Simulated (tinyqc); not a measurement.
# Energy and delay of logic against supply voltage, step by step

Numbers from tinyqc (`OMP_NUM_THREADS=1 python tinyqc.py 2082112 2082113 out.jsonl`; about 0.01 s on one thread of a shared Intel Xeon 2.30GHz). Printed values are rounded.

One expression serves below and above threshold: I(Vg) = Ik [ln(1 + exp((Vg - VT + dd V)/(al nf Vt)))]^al, with I_on = I(V) and I_off = I(0). Gate delay td = kd C V/I_on, clock period LD td. Per gate and cycle the switching energy is act C V^2 and the leakage energy I_off V LD td. No short-circuit current, no variation. Minima are sought above 0.09 V; below a few Vt gates no longer switch and the model has no meaning.

Inputs (values chosen for the exercise); values of the order met in logic technologies: temperature T = 330 K; threshold voltage at zero drain bias VT = 0.2 V; slope factor nf = 1.22; barrier lowering per volt of supply dd = 0.07; specific current of a gate Ik = 0.62 uA; exponent of the current law al = 1.36; load capacitance of a gate C = 2.7 fF; delay factor kd = 0.8; logic depth LD = 60; activity factor act = 0.1; supply voltage V = 0.79 V.

Constants: q = 1.602176634e-19 C, kB = 1.380649e-23 J/K, Vt = kB T/q. Results are converted to the units shown.

## Currents, delay and energies

I_on, I_off, td, clock frequency 1/(LD td), both energies and their sum.

I_on = 21.7430 uA
I_off = 9.27966 nA
td = 78.4805 ps
clock frequency = 0.212367 GHz
switching energy = 168.507 aJ
leakage energy = 34.5201 aJ
energy = 203.027 aJ

I_on/I_off = 2340; leakage makes up 17.0 % of the energy.

## Starting value

V = 0.21 V.

V at the start = 0.21 V

## Iteration 1: new V

Minimum-energy supply: E(V) is the energy per gate and cycle; with h = 0.001 V, E' = (E(V + h) - E(V - h))/(2 h), E'' = (E(V - h) - 2 E(V) + E(V + h))/h^2, V(new) = V - E'/E''.

E' = -107.908 aJ/V
E'' = 4285.96 aJ/V^2
V after iteration 1 = 0.235177 V

## Iteration 2: new V

As before.

E' = -15.2321 aJ/V
E'' = 3118.99 aJ/V^2
V after iteration 2 = 0.240061 V

## Iteration 3: new V

As before.

E' = -0.475176 aJ/V
E'' = 2926.34 aJ/V^2
V after iteration 3 = 0.240223 V

## Course of the iteration

Stop when the step is below 1e-9 V, or after 40 iterations.

Course of the iteration:
```
iteration  V before the step (V)   step (V)
1                           0.21     0.0252
2                       0.235177    4.88e-3
3                       0.240061    1.62e-4
4                       0.240223    1.70e-7
5                       0.240223  -2.31e-12
```

Converged in 5 iterations. There leakage makes up 58.8 % of the energy and the clock runs at 33.6 MHz.
